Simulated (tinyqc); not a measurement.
Threshold of a short bulk MOSFET: charge sharing, barrier lowering, narrow width: one step of the calculation.

n-channel device on a p-type body, depletion approximation, full ionisation. Uniform doping N = Na. Vbi from Boltzmann statistics is rough for the degenerate source. Cox = eps0 eox/tox.

Task. Short-channel and narrow-width shifts. Charge sharing (trapezoid; it ignores Vds): F = (xj/L)(sqrt(1 + 2 Wd/xj) - 1), lowering = body term times F. Barrier lowering: th = exp(-L/(2 l)) + 2 exp(-L/l), lowering = th [2 (Vbi - 2 pB) + Vds], DIBL = th. Narrow width: rise = body term times xw Wd/W. VT by each model = VT0 - lowering + rise.

Parameters, values chosen for the exercise; band and dielectric values close to those of silicon: junction depth xj = 120 nm; drain-source voltage Vds = 0.5 V; gate width W = 740 nm; shape factor of the fringing depletion at the width edges xw = 0; channel length L = 170 nm.

2 pB = 0.88531737 V
Wd = 78.596415 nm
body term = 0.14805594 V
VT0 = 0.20337331 V
Vbi = 1.0363718 V
l = 18.168790 nm

Give: F; lowering by charge sharing; th; lowering of the barrier; DIBL; narrow-width rise; VT, charge sharing; VT, barrier lowering.

Result.

F = 0.36695
lowering by charge sharing = 54.329 mV
th = 0.0094671
lowering of the barrier = 7.5936 mV
DIBL = 9.4671 mV/V
narrow-width rise = 0 mV
VT, charge sharing = 0.14904 V
VT, barrier lowering = 0.19578 V

L is 9.36 scale lengths. The charge-sharing lowering is 7.15 times the barrier lowering; the first falls off as 1/L and the second exponentially. Both describe the same loss of gate control, so they are alternatives and are not added.

Numbers from tinyqc (`OMP_NUM_THREADS=1 python tinyqc.py 2002076 2002077 out.jsonl`; about 0.01 s on one thread of a shared Intel Xeon 2.30GHz).
